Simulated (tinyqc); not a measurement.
Drifting, spreading and decaying minority pulse (Haynes-Shockley), Crank-Nicolson time steps: two steps of the calculation.

Low injection in a uniform field: dn/dt = D d2n/dx2 - v dn/dx - n/tau with D = mu Vt and v = mu F towards +x. Exact solution on an infinite bar for a Gaussian start at x0: n = N0 exp(-t/tau) exp(-(x - x0 - v t)^2/(2 s^2))/sqrt(2 pi s^2), s^2 = s0^2 + 2 D t.

Values chosen for this exercise; mobility close to that of silicon at room temperature: temperature T = 250 K; minority-carrier mobility mu = 469 cm^2/(V s); sweep field along the drift F = 37 V/cm; mesh step hx = 4.1 um; lifetime tau = 8.7e-8 s; time step dt = 7.3e-9 s.

Constants: q = 1.602176634e-19 C, kB = 1.380649e-23 J/K, Vt = kB T/q. Results are converted to the units shown.

Task 1. Coefficients of the scheme. Exponentially fitted fluxes: d = F hx/Vt, B(d) = d/(exp(d) - 1), k = D dt/hx^2; (L n)_i = a n_(i-1) + b n_i + c n_(i+1) with a = k B(-d), c = k B(d), b = -a - c - dt/tau. Explicit steps keep n positive for dt up to 1/[(D/hx^2)(B(d) + B(-d)) + 1/tau].

Wanted: D; v; d; a; b; c; positivity limit of dt.

Result 1.

D = 10.104 cm^2/s
v = 17353 cm/s
d = 0.70416
a = 0.61124
b = -0.99742
c = 0.30227
positivity limit of dt = 7.3189e-9 s

Task 2. Densities after a time step. (L n)_i = a n_(i-1) + b n_i + c n_(i+1), n = 0 beyond the ends. Crank-Nicolson step: solve n(new) - L n(new)/2 = n + L n/2.

a = 0.61124024
b = -0.99742049
c = 0.30227220
n at t = 1 dt, node 1 to 9 (in units of 1e12 cm^-3): 0.0853518  0.4394229  1.2598039  1.9974320  1.7440778  0.8563106  0.2562335  0.0579313  0.0119050

Wanted: n at t = 2 dt.

Result 2.

n at t = 2 dt, node 1 to 9 (in units of 1e12 cm^-3): 0.114  0.410  0.941  1.441  1.474  1.018  0.492  0.178  0.052

tinyqc, about 0.01 s, one thread, Intel Xeon 2.30GHz (shared host): `OMP_NUM_THREADS=1 python tinyqc.py 2310115 2310116 out.jsonl`
